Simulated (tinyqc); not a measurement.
n-type polysilicon, carrier trapping at grain boundaries: two steps of the calculation.

One-dimensional grains of size Lg, uniform ionised doping N, monovalent traps Qt at each boundary at a depth Et below (for electrons) or above (for holes) the band edge there, abrupt depletion of width W on each side of a boundary, Boltzmann statistics. xi is the distance from the band edge at the grain centre to the Fermi level. Trapped charge Qt/(1 + exp((xi + VB - Et)/Vt)) = 2 N W, barrier VB = q N W^2/(2 eps0 eps_r).

Values chosen for this exercise; values of the order met in polycrystalline silicon:
```
symbol,value,unit,meaning
T,300,K,temperature
eps_r,11.7,,relative permittivity
NB,2.8e19,cm^-3,conduction-band density of states at T
Lg,290,nm,grain size
Qt,7.4e11,cm^-2,trap density of a grain boundary
Et,0.41,eV,depth of the trap level from the majority band edge at the boundary
ms,0.39,m0,mass for thermionic emission
fe,0.25,,correction factor of the emission rate
mug,120,cm^2/(V s),mobility inside the grains
N,6.6e15,cm^-3,doping
```

Constants: q = 1.602176634e-19 C, kB = 1.380649e-23 J/K, m0 = 9.1093837015e-31 kg, Vt = kB T/q, eps0 = 8.8541878128e-14 F/cm where lengths are in cm. Results are converted to the units shown.

Problem 1. Depletion width, Fermi level and barrier. If the trap equation with xi = Vt ln(NB/N) has a root W < Lg/2, the grain is partly depleted; otherwise W = Lg/2 and the trap equation gives xi = Et - VB + Vt ln(Qt/(N Lg) - 1). N* = Qt/Lg.

Find: N*; W; xi; VB; share of traps filled.

Solution 1.

N* = 2.5517e16 cm^-3
W = 145.00 nm
xi = 0.32992 V
VB = 0.10731 V
share of traps filled = 0.25865

N is 0.259 N*, and the grain is fully depleted; VB = 4.15 Vt.

Problem 2. Resistivity and effective mobility. n0 = NB exp(-xi/Vt); mean density n0 (1 - 2 W/Lg) by charge balance in a partly depleted grain, and n0 (sqrt(pi)/2) erf(u)/u with u = sqrt(VB/Vt) in a fully depleted one; v = sqrt(kB T/(2 pi ms m0)); barrier resistivity Vt exp(VB/Vt)/(q fe n0 v Lg); grain resistivity (1 - 2 W/Lg)/(q n0 mug); effective mobility 1/(q mean density total resistivity).

W = 145 nm
xi = 0.32991583 V
VB = 0.10730643 V

Give: n0; mean density; v; barrier resistivity; grain resistivity; resistivity; effective mobility.

Solution 2.

n0 = 8.032e13 cm^-3
mean density = 3.480e13 cm^-3
v = 4.308e6 cm/s
barrier resistivity = 4084 ohm cm
grain resistivity = 0.000 ohm cm
resistivity = 4084 ohm cm
effective mobility = 43.92 cm^2/(V s)

The resistivity is 518 times that of a single crystal with the same N and mobility mug, and the mean density is 0.527 % of N.

tinyqc, about 0.01 s, one thread, Intel Xeon 2.30GHz (shared host): `OMP_NUM_THREADS=1 python tinyqc.py 2830234 2830235 out.jsonl`
